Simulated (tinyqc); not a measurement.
# Gate sheet resistance from two finger widths

Question. At low frequency R = Rsh Wf/(3 L) + B/Wf, where B collects the channel and vertical terms. Find Rsh, B and the width of lowest R.

Parameters, values chosen for the exercise: channel length L = 0.73 um.

input resistance of single fingers, contacted at one end, of width 1.2 and 10 um (ohm): 493.19635  140.19178

Answer. R Wf is a straight line in Wf^2; the minimum of R lies where both terms are equal.

Rsh = 18.00 ohm/square
B = 580.0 ohm um
width of lowest R = 8.400 um

tinyqc, about 0.01 s, one thread, Intel Xeon 2.30GHz (shared host): `OMP_NUM_THREADS=1 python tinyqc.py 2262005 2262006 out.jsonl`
